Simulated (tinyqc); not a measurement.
Stretching all distances: RHF, UHF, MP2, CISD and CCSD against full CI in the sto-3g basis, for BeH+, spin multiplicity 1. Computed by the program tinyqc with PySCF. Command: `OMP_NUM_THREADS=1 python tinyqc.py 113342 113343 out.jsonl`; one thread of a shared host (Intel(R) Xeon(R) Processor @ 2.60GHz), about 7 s.

Geometry (angstrom):
```
atom       x       y       z
Be    0.0000  0.0000  0.0000
H     0.0000  0.0000  1.2680
```

All coordinates are multiplied by the scale. c0^2 is the weight of the RHF determinant in the lowest singlet FCI state (UHF is spin-contaminated and may lie near states of higher spin) and n(LUMO) the first natural occupation beyond the occupied space.

Full CI energy (hartree) and errors against it (kcal/mol):
```
scale   distance 1-2 (angstrom)      E(FCI)      RHF      UHF      MP2    CISD    CCSD  <S^2> UHF    c0^2  n(LUMO)
0.9300                   1.1792  -14.672762  10.9994  10.9994   3.4533  0.0082  0.0066     0.0000  0.9837   0.0210
1.2200                   1.5470  -14.677695  17.4477  17.4477   6.4333  0.0164  0.0134     0.0000  0.9633   0.0565
1.5200                   1.9274  -14.639228  29.2117  19.8547  12.1574  0.0342  0.0275     0.5910  0.9122   0.1497
1.8100                   2.2951  -14.604821  44.1961  11.9949  19.2610  0.0607  0.0451     0.8376  0.8296   0.3019
2.1000                   2.6628  -14.582856  59.8364   5.7944  25.9398  0.0910  0.0608     0.9333  0.7186   0.4862
2.4000                   3.0432  -14.571539  74.2888   2.3233  30.7889  0.1195  0.0725     0.9763  0.5945   0.6692
2.6900                   3.4109  -14.567092  85.2059   0.9222  32.4343  0.1397  0.0796     0.9923  0.4962   0.8046
```

UHF parts from RHF first at scale 1.52 of those listed, where <S^2> leaves zero. The weight c0^2 goes from 0.98 to 0.50 and n(LUMO) from 0.02 to 0.80: static correlation grows as the bonds break into open-shell fragments. The spread of the error along the curve, which distorts its shape, is CCSD 0.1, CISD 0.1, UHF 18.9, MP2 29.0, RHF 74.2 kcal/mol.
